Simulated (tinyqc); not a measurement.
Strength of the heavy-light coupling: shallow acceptor in the spherical four-band model.

The ground state 1S3/2 has an L = 0 part f(r) and an L = 2 part g(r). In units of Ry* and a*, with Gaussians f_i = exp(-a_i r^2), g_i = r^2 exp(-a_i r^2), A = a_i + a_j and I(n) = Gamma((n + 1)/2)/(2 A^((n + 1)/2)): S_ff = I(2), S_gg = I(6), H_ff = (6 a_i a_j/A) I(2) - 2 I(1), H_gg = (14 a_i a_j/A) I(6) - 2 I(5), H_fg = -mu [15 I(2) - 20 a_j I(4) + 4 a_j^2 I(6)]; each function is then normalised. The split-off band is left out.

Converged values use 22 exponents 2.2^i, i = -7 to 14, for f and for g.

Parameters, chosen for this exercise (out of a larger set: near those of a shallow acceptor in Ge; not measured data): mus = (0.16, 0.34, 0.43, 0.62, 0.77, 0.82, 0.88) (couplings).

Ry* = 4.0193 meV

Converged values in Ry* and a*; the heavy-mass hydrogen model gives 1/(1 - mu).

Results:
```
mu    binding (Ry*)  1/(1 - mu)  ratio  L = 2 weight  <r> (a*)  binding (meV)
0.16          1.024       1.190  0.860         0.011     1.471            4.1
0.34          1.117       1.515  0.737         0.050     1.366            4.5
0.43          1.203       1.754  0.686         0.080     1.282            4.8
0.62          1.558       2.632  0.592         0.172     1.022            6.3
0.77          2.296       4.348  0.528         0.274     0.720            9.2
0.82          2.823       5.556  0.508         0.315     0.595           11.3
0.88          4.038       8.333  0.485         0.369     0.425           16.2
```

The binding starts as 1 + O(mu^2), 1.024 at mu = 0.16, since the coupling enters in second order, and reaches 4.04 at mu = 0.88. The ratio to the heavy-mass model falls from 0.86 to 0.48, towards about 0.44 as mu goes to 1: the bound hole is only partly heavy. The L = 2 weight grows to 0.37 and the radius shrinks by a factor 3.5.

Run: tinyqc, `OMP_NUM_THREADS=1 python tinyqc.py 1282703 1282704 out.jsonl`; Intel(R) Xeon(R) Processor @ 2.30GHz, one thread, shared host; about 0.04 s of CPU time with all checks.
